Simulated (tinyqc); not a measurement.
# Worked calculation: on-chip power grid, static voltage drop by conjugate gradients

Program tinyqc, `OMP_NUM_THREADS=1 python tinyqc.py 2770120 2770121 out.jsonl`; Intel Xeon 2.30GHz, shared host, one thread, about 0.1 s. Printed values are rounded.

A grid of 4 rows and 4 columns, node k = 4 row + column. Neighbours in a row are joined by Rx, in a column by Ry; pad nodes, which reach the supply through Rp: 0, 3, 12, 15. Each node draws I0, node 14 draws kh I0. The drops u = Vdd - V solve G u = i, with G the conductance matrix (1/Rp added on the diagonal at pad nodes).

Inputs (values chosen for the exercise): supply voltage Vdd = 0.9 V; resistance of a horizontal segment Rx = 1.1 ohm; resistance of a vertical segment Ry = 1.6 ohm; resistance from a pad node to the supply Rp = 0.16 ohm; load current of an ordinary node I0 = 1.5 mA; factor on the load at the hot node kh = 8.

## Diagonal of G, loads and first direction

G_kk = sum of the conductances at node k. Start u = 0, so the residual is r = i; p = r.

G_kk (S):
```
          col 0     col 1     col 2     col 3
row 0  7.784091  2.443182  2.443182  7.784091
row 1  2.159091  3.068182  3.068182  2.159091
row 2  2.159091  3.068182  3.068182  2.159091
row 3  7.784091  2.443182  2.443182  7.784091
```

r at the start (mA):
```
       col 0  col 1  col 2  col 3
row 0    1.5    1.5    1.5    1.5
row 1    1.5    1.5    1.5    1.5
row 2    1.5    1.5    1.5    1.5
row 3    1.5    1.5     12    1.5
```

p at the start (mA):
```
       col 0  col 1  col 2  col 3
row 0    1.5    1.5    1.5    1.5
row 1    1.5    1.5    1.5    1.5
row 2    1.5    1.5    1.5    1.5
row 3    1.5    1.5     12    1.5
```

## Iteration 1: conjugate-gradient step

u at the start (mV):
```
       col 0  col 1  col 2  col 3
row 0      0      0      0      0
row 1      0      0      0      0
row 2      0      0      0      0
row 3      0      0      0      0
```

q = G p; a = (r.r)/(p.q); u(new) = u + a p; r(new) = r - a q; b = (r.r)(new)/(r.r); p(new) = r(new) + b p.

q (mA S):
```
         col 0     col 1     col 2     col 3
row 0  9.37500   0.00000   0.00000   9.37500
row 1  0.00000   0.00000   0.00000   0.00000
row 2  0.00000   0.00000  -6.56250   0.00000
row 3  9.37500  -9.54545  25.65341  -0.17045
```

a = 0.5458971 ohm

u after iteration 1 (mV):
```
          col 0     col 1     col 2     col 3
row 0  0.818846  0.818846  0.818846  0.818846
row 1  0.818846  0.818846  0.818846  0.818846
row 2  0.818846  0.818846  0.818846  0.818846
row 3  0.818846  0.818846  6.550766  0.818846
```

r after iteration 1 (mA):
```
           col 0     col 1      col 2      col 3
row 0  -3.617786  1.500000   1.500000  -3.617786
row 1   1.500000  1.500000   1.500000   1.500000
row 2   1.500000  1.500000   5.082450   1.500000
row 3  -3.617786  6.710836  -2.004122   1.593051
```

b = 0.7703857

p after iteration 1 (mA):
```
           col 0     col 1     col 2      col 3
row 0  -2.462207  2.655579  2.655579  -2.462207
row 1   2.655579  2.655579  2.655579   2.655579
row 2   2.655579  2.655579  6.238028   2.655579
row 3  -2.462207  7.866415  7.240506   2.748629
```

## Iteration 2: conjugate-gradient step

As before.

q (mA S):
```
           col 0     col 1     col 2      col 3
row 0  -23.23994   4.65253   4.65253  -23.23994
row 1    3.19862   0.00000  -2.23903    3.19862
row 2    3.19862  -6.51355   8.12603   -3.31493
row 3  -27.97707  13.21544   4.14106   13.15356
```

a = 0.3242923 ohm

u after iteration 2 (mV):
```
          col 0     col 1     col 2     col 3
row 0  0.020371  1.680029  1.680029  0.020371
row 1  1.680029  1.680029  1.680029  1.680029
row 2  1.680029  1.680029  2.841790  1.680029
row 3  0.020371  3.369863  8.898806  1.710205
```

r after iteration 2 (mA):
```
          col 0      col 1      col 2      col 3
row 0  3.918748  -0.008780  -0.008780   3.918748
row 1  0.462714   1.500000   2.226100   0.462714
row 2  0.462714   3.612292   2.447242   2.575006
row 3  5.454960   2.425172  -3.347038  -2.672549
```

b = 0.8632693

p after iteration 2 (mA):
```
          col 0     col 1     col 2      col 3
row 0  1.793200  2.283699  2.283699   1.793200
row 1  2.755193  3.792479  4.518580   2.755193
row 2  2.755193  5.904772  7.832340   4.867485
row 3  3.329413  9.216007  2.903469  -0.299741
```

## Course of the conjugate-gradient iteration

Stop when |r| is below 1e-9 mA.

Course of the iteration:
```
iteration  largest u (mV)  |r| (mA)
1                6.550766      11.7
2                8.898806      10.9
3                10.17345      6.67
4                10.34376      4.66
5                10.24112      2.28
6                10.13405      1.37
7                10.12087     0.722
8                10.08877     0.243
9                10.08386    0.0547
10               10.08351    0.0300
11               10.08303   4.94e-3
12               10.08294   8.80e-4
13               10.08293   3.42e-4
14               10.08293   2.11e-4
15               10.08293   4.07e-5
16               10.08293   < 1e-11
```

Converged in 16 iterations for 16 unknowns; in exact arithmetic the method needs at most 16. The condition number of the matrix is 22.6. Gauss-Seidel sweeps in node order need 83 to reach the same residual.

## Worst drop, pad currents and power lost

converged u (mV):
```
         col 0    col 1     col 2    col 3
row 0  1.10659  4.19996   4.23464  1.12714
row 1  5.27301  6.24896   6.40511  5.47848
row 2  5.61985  7.09043   7.75050  6.08200
row 3  1.42767  6.71080  10.08293  1.85860
```

Pad current u/Rp; worst drop as a share of Vdd; power lost in the grid and pads sum_k i_k u_k; power delivered sum_k i_k (Vdd - u_k).

worst drop = 10.08293 mV
share of Vdd = 1.120326 %
pad currents (mA): node 0 6.916169, node 3 7.044597, node 12 8.922953, node 15 11.61628
power lost = 0.2269158 mW
power delivered = 30.82308 mW

The pad currents add up to the total load, 34.50 mA. The worst drop is at node 14; the hot node is 14.
